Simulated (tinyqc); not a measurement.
Inside a calculation: deep level with several charge states, and Shockley-Read-Hall recombination. Values are carried at full precision from step to step, so a last printed digit may differ when a step is redone from the rounded ones.

Energies from Ev. The defect has charge states +1, 0, -1 with weights 1, gm exp((EF - E1)/kT), exp((2 EF - E1 - E2)/kT); the shares are the weights over their sum. Boltzmann carriers: n = Nc exp((EF - Eg)/kT), p = Nv exp(-EF/kT). Neutrality: p - n + Nd + Nt <q> = 0.

Constants: kB = 8.617333262e-05 eV/K.

Parameters, chosen for this exercise (gap and densities of states near those of Si at this temperature; shifted at random, so the results belong to these values and not to a real crystal): Eg = 1.116 eV (gap); Nc = 2.63e+19 1/cm^3 (conduction-band density of states); Nv = 1.14e+19 1/cm^3 (valence-band density of states); T = 300 K; E1 = 0.813 eV (level (+1/0) above Ev); E2 = 0.718 eV (level (0/-1) above Ev); gm = 1 (degeneracy of the middle state, the others 1); Nt = 2.9e+13 1/cm^3 (defects); Nd = 1.2e+14 1/cm^3 (ionised shallow donors minus acceptors); E_try = 0.376 eV (trial Fermi level); Et = 0.813 eV (recombination level above Ev); sn = 4.8e-14 cm^2 (electron capture cross-section); sp_ = 2.1e-15 cm^2 (hole capture cross-section); vth = 17000000 cm/s (thermal velocity, both carriers); Nm = 2.9e+14 1/cm^3 (equilibrium electrons for the lifetime steps); dn = 3.3e+12 1/cm^3 (excess pairs).

## Charge states at a trial Fermi level

Form the exponents, the shares, the mean charge and the residual of neutrality at EF = E_try.

exponents of the second and third weights: -16.904  -30.133

shares: +1 1.0000, 0 0.0000, -1 0.0000

<q> = 1.0000

n, p (1/cm^3): 9.74e+06  5.50e+12

residual = 1.55e+14 1/cm^3

The residual is positive, so EF must rise.

## The neutral state

Solve for EF.

EF = 0.7929 eV

shares at EF: +1 0.102, 0 0.047, -1 0.851

n = 9.83e+13 1/cm^3
p = 5.45e+05 1/cm^3

Without the defects the majority density would be 1.20e+14 1/cm^3; with them the density of these carriers is 9.83e+13, so they compensate part of the doping. Most defects are in the state -1. The level order is inverted (negative U), so the middle state is never the most common.

## Recombination through one level

One level at Et with degeneracy 1: tn = 1/(sn vth Nt), tp = 1/(sp_ vth Nt), n1 = Nc exp((Et - Eg)/kT), p1 = Nv exp(-Et/kT), ni^2 = n1 p1. Equilibrium n0 = Nm, p0 = ni^2/Nm; n = n0 + dn, p = p0 + dn. U = (n p - ni^2)/(tp (n + n1) + tn (p + p1)), lifetime dn/U; emission rates en = sn vth n1, ep = sp_ vth p1.

Evaluate each quantity.

tn, tp (microsecond): 0.04226  0.9659

n1, p1 (1/cm^3): 2.14e+14  2.51e+05

U = 1.98e+18 1/(cm^3 s)
lifetime = 1.67 microsecond

The lifetime is 1.729 times the minority capture time tp and 1.66 times tn + tp, the limit of high injection.

## Emission and generation in a depleted region

With n = p = 0 the level generates pairs at G = Nt en ep/(en + ep); generation lifetime tg = ni/G; current density e G W for a width W = 1 micrometre, e = 1.602176634e-19 C.

en, ep (1/s): 1.74e+08  0.00895

G = 2.60e+11 1/(cm^3 s)
tg = 2.82e+04 microsecond
current density = 4.16e-12 A/cm^2

The slower step, hole emission, limits the rate: en/ep = 1.95e+10.

## Checks

- U against hole capture minus emission at the steady occupation of the level (1/(cm^3 s)): both 1.976e+18.

(tinyqc, `OMP_NUM_THREADS=1 python tinyqc.py 1681726 1681727 out.jsonl`, Intel(R) Xeon(R) Processor @ 2.30GHz, 1 thread, shared host, about 0.01 s.)
